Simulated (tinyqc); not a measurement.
Strength against creep resistance: grain growth, pinning, strength and diffusional creep of a polycrystal or thin film. Computed by tinyqc, a small Python program. Command: `OMP_NUM_THREADS=1 python tinyqc.py 3021255 3021256 out.jsonl grain walk`. One thread of a shared host (Intel(R) Xeon(R) Processor @ 2.30GHz), about 0.01 s of CPU time with the checks.

One mean grain size d describes the structure.

Inputs (values chosen for the exercise, for a model solid):
```
quantity                                    value        unit
atomic volume Omega                         20.02  angstrom^3
boundary energy gamma                        0.47       J/m^2
mobility prefactor M0                     8.2e-06   m^4/(J s)
activation energy of boundary motion Q_m     2.38          eV
anneal temperature T                          877           K
anneal time t                               16000           s
initial grain size d0                          20          nm
particle volume fraction f                  0.006           -
particle radius r                             3.9          nm
film thickness h                              110          nm
surface energy gamma_s                          2       J/m^2
Hall-Petch slope k_y                         0.27   MPa m^0.5
lattice diffusion energy Q_l                 4.23          eV
boundary diffusion energy Q_b                2.79          eV
lattice prefactor D0                      1.7e-05       m^2/s
boundary prefactor delta D0b              4.7e-15       m^3/s
applied stress sigma                           19         MPa
service temperature T_c                       820           K
```

Sample: thin film on a substrate.

Constants: k_B = 8.617333262e-05 eV/K; k_B = 1.380649e-23 J/K.

Method:
- M = M0 exp(-Q_m/(k_B T)). The driving pressure is 2 gamma/d. Zener pinning pressure 3 f gamma/(2 r) stops growth at d_Z = 4 r/(3 f). Grooves where boundaries meet the surface have the angle theta = arcsin(gamma/(2 gamma_s)) and are taken to stop growth at d_h = h/(2 theta), a few film thicknesses; the limit is 1/d_lim = 1/d_Z + 1/d_h.
- dd/dt = 2 M gamma (1/d - 1/d_lim) integrates to 2 M gamma t = d_lim (d0 - d) + d_lim^2 ln[(d_lim - d0)/(d_lim - d)]; without pinning d^2 = d0^2 + 4 M gamma t.
- Nabarro-Herring rate = 14 sigma Omega D_l/(k_B T d^2), D_l = D0 exp(-Q_l/(k_B T)); Coble rate = 14 pi sigma Omega delta D_b/(k_B T d^3), delta D_b = delta D0b exp(-Q_b/(k_B T)); they are equal at d_x = pi delta D_b/D_l.
- Hall-Petch term k_y/sqrt(d).

crossover size d_x = 615377 micrometre

At T_c and sigma:
```
d (nm)  Hall-Petch term (MPa)  Nabarro-Herring (1/s)  Coble (1/s)  time to 1 % (s)
30                     1558.8             8.9284e-17   1.8314e-09       5.4602e+06
100                     853.8             8.0356e-18   4.9449e-11       2.0223e+08
300                     493.0             8.9284e-19   1.8314e-12       5.4602e+09
1000                    270.0             8.0356e-20   4.9449e-14       2.0223e+11
3000                    155.9             8.9284e-21   1.8314e-15       5.4601e+12
10000                    85.4             8.0356e-22   4.9449e-17       2.0222e+14
100000                   27.0             8.0356e-24   4.9449e-20       2.0220e+17
```

What does the comparison show, and why?

From 100 micrometre to 30 nm grains the Hall-Petch term grows 58 times, while the time to 1 % strain shrinks by 10.6 decades. Coble creep rules in 7 of the seven rows (d_x is a millimetre or more). Fine grains resist slip but creep fast. The Hall-Petch value at 30 nm is at the edge of that law, and in a film grains much larger than h lose atoms to the surfaces instead.

Extremes, crossings and ranges named in words are read from the listed rows.
